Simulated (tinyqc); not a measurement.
Depletion-mode phase shifter in a rib waveguide and its Mach-Zehnder modulator: one step of the calculation.

A lateral p-n junction at x0 in a waveguide whose mode intensity is a Gaussian of rms width s about x = 0; p side at smaller x. Reverse bias removes carriers and raises the index. Abrupt junction, doping uniform over the whole mode, lumped electrode (no travelling-wave effects).

Task. Mach-Zehnder modulator. One arm driven from 0 to V: phase 2 pi dneff L/lam; biased at quadrature the output swings between [1 -+ sin(phase/2)]/2; extinction ratio in dB; insertion loss = loss x L.

Values chosen for this exercise:
- lam = 1565 nm (wavelength)
- L = 1.5 mm (length of the phase shifter)

dneff = 8.0559167e-5
loss = 7.3681496 dB/cm

Wanted: phase; extinction ratio; insertion loss.

Result.

phase = 0.15443 pi
extinction ratio = 2.1279 dB
insertion loss = 1.1052 dB

Computed by the program tinyqc: `OMP_NUM_THREADS=1 python tinyqc.py 2650046 2650047 out.jsonl`, one thread of a shared Intel Xeon 2.30GHz, about 0.01 s for the whole run.
